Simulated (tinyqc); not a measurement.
Composition of the buffer: band edges of strained Si(1-x)Ge(x) on relaxed Si(1-y)Ge(y).

Values are linear in the Ge fraction but for ED(x) = linear - CD x (1 - x) and a(x) = linear - Ca x (1 - x). Energies are on the common scale of Ev.

Coherent growth on a (001) face: e_par = (a(y) - a(x))/a(x), e_perp = -2 (C12/C11) e_par; exx = eyy = e_par, ezz = e_perp, no shear.

A valley with unit axis u lies at Ev + gap + (av + a_valley) tr(e) + Xu (u.e.u - tr(e)/3); the Delta axes are x, y, z and the L axes [111], [1-1-1], [-11-1], [-1-11]. The second-order shift of the Delta valleys under shear is left out; it lowers the pair normal to the sheared plane by tens of meV at a shear of 1 %.

Valence edges: Ev plus the levels of the 6 x 6 matrix of X, Y, Z times spin with -Dso/3 + l exx + m (eyy + ezz) on the diagonal (cyclic), n exy off it, l = av + 2 b, m = av - b, n = sqrt(3) d. Spin-orbit term (Dso/3) L.sigma on X, Y, Z with (L_k)_ij = -i epsilon_kij: <X+|H|Y+> = -i Dso/3, <X+|H|Z-> = Dso/3, <Y+|H|Z-> = -i Dso/3, <Z+|H|X-> = -Dso/3, <Z+|H|Y-> = i Dso/3, <X-|H|Y-> = i Dso/3, and their conjugates; + and - are the spin along z.

Values chosen for the exercise (end members near Si and Ge, in this order; not measured data):
```
symbol  value           unit      meaning
a       (5.435, 5.66)   angstrom  lattice constant
Dso     (0.044, 0.292)  eV        spin-orbit splitting
av      (2.46, 1.26)    eV        valence hydrostatic potential
b       (-2.12, -2.52)  eV        tetragonal shear potential
d       (-4.8, -5.36)   eV        trigonal shear potential
C11     (165.4, 130.2)  GPa
C12     (63.1, 48.9)    GPa
C44     (79.8, 67)      GPa
Ev      (0, 0.67)       eV        top of the unstrained valence band
ED      (1.144, 0.937)  eV        gap to the Delta valleys
EL      (2.01, 0.746)   eV        gap to the L valleys
aD      (1.65, 1.24)    eV        hydrostatic potential of the Delta gap
aL      (-3.39, -2.54)  eV        hydrostatic potential of the L gap
XuD     (9.36, 9.61)    eV        uniaxial potential, Delta
XuL     (16.24, 15.14)  eV        uniaxial potential, L
CD      0.185           eV        bowing of the Delta gap
Ca      0.024           angstrom  bowing of the lattice constant
face    001                       growth face
x       0.13                      Ge fraction of the layer
```

The layer is kept. dEc = Ec(buffer) - Ec(layer), dEv = Ev(layer) - Ev(buffer); buffer edges Ev(y) and Ev(y) + min(ED, EL). The digit behind Delta or L counts whole valleys.

Results:
```
y     e_par (%)  lowest valleys  gap (eV)  next valleys above (meV)  valence splitting (meV)  dEc (eV)  dEv (eV)
0.00      -0.49          Delta4     1.041                        80                       27     0.011     0.092
0.10      -0.11          Delta4     1.083                        19                        8     0.002     0.021
0.19       0.23          Delta2     1.065                        38                       19     0.034    -0.023
0.29       0.62          Delta2     1.006                       102                       57     0.095    -0.056
0.39       1.02          Delta2     0.943                       168                      100     0.160    -0.084
0.49       1.42          Delta2     0.877                       235                      145     0.230    -0.111
0.58       1.80          Delta2     0.816                       297                      186     0.296    -0.133
0.68       2.22          Delta2     0.746                       367                      234     0.373    -0.156
```

The gap is 1.041 eV in the first row and 0.746 eV in the last, with its largest listed value, 1.083 eV, at y = 0.10: it peaks near the match y = x, since strain of either sign narrows it. The lowest valleys change: Delta4 to Delta2 between y = 0.10 and 0.19. Per 0.1 of y the valence offset moves by -36 meV on average; the conduction offset lies between +2 and +373 meV, not monotonically. Both carriers sit on one side for y = 0.00 and 0.10, and on opposite sides elsewhere. Offsets below about 30 meV are within the spread of parameter sets, so those rows do not settle the type. Strains above 2 % can be kept only in layers of a few nanometres.

(tinyqc, `OMP_NUM_THREADS=1 python tinyqc.py 1081204 1081205 out.jsonl`, Intel(R) Xeon(R) Processor @ 2.30GHz, 1 thread, shared host, about 0.02 s.)
